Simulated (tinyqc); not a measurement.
Energy and delay of logic against supply voltage: two steps of the calculation.

One expression serves below and above threshold: I(Vg) = Ik [ln(1 + exp((Vg - VT + dd V)/(al nf Vt)))]^al, with I_on = I(V) and I_off = I(0). Gate delay td = kd C V/I_on, clock period LD td. Per gate and cycle the switching energy is act C V^2 and the leakage energy I_off V LD td. No short-circuit current, no variation. Minima are sought above 0.09 V; below a few Vt gates no longer switch and the model has no meaning.

Parameters, values chosen for the exercise; values of the order met in logic technologies:
- T = 250 K (temperature)
- VT = 0.37 V (threshold voltage at zero drain bias)
- nf = 1.22 (slope factor)
- dd = 0.09 (barrier lowering per volt of supply)
- Ik = 0.78 uA (specific current of a gate)
- al = 1.9 (exponent of the current law)
- C = 0.62 fF (load capacitance of a gate)
- kd = 0.6 (delay factor)
- LD = 30 (logic depth)
- act = 0.1 (activity factor)
- V = 0.39 V (supply voltage)

Constants: q = 1.602176634e-19 C, kB = 1.380649e-23 J/K, Vt = kB T/q. Results are converted to the units shown.

Task 1. Currents, delay and energies. I_on, I_off, td, clock frequency 1/(LD td), both energies and their sum.

Give: I_on; I_off; td; clock frequency; switching energy; leakage energy; energy.

Result 1.

I_on = 1.458 uA
I_off = 0.002279 nA
td = 99.51 ps
clock frequency = 0.3350 GHz
switching energy = 9.430 aJ
leakage energy = 0.002653 aJ
energy = 9.433 aJ

I_on/I_off = 6.40e5; leakage makes up 0.0281 % of the energy.

Task 2. New V. Minimum-energy supply: E(V) is the energy per gate and cycle; with h = 0.001 V, E' = (E(V + h) - E(V - h))/(2 h), E'' = (E(V - h) - 2 E(V) + E(V + h))/h^2, V(new) = V - E'/E''.

V after iteration 1 = 0.14295806 V

Give: E'; E''; V after iteration 2.

Result 2.

E' = -6.116 aJ/V
E'' = 598.8 aJ/V^2
V after iteration 2 = 0.1532 V

tinyqc, about 0.01 s, one thread, Intel Xeon 2.30GHz (shared host): `OMP_NUM_THREADS=1 python tinyqc.py 2082201 2082202 out.jsonl`
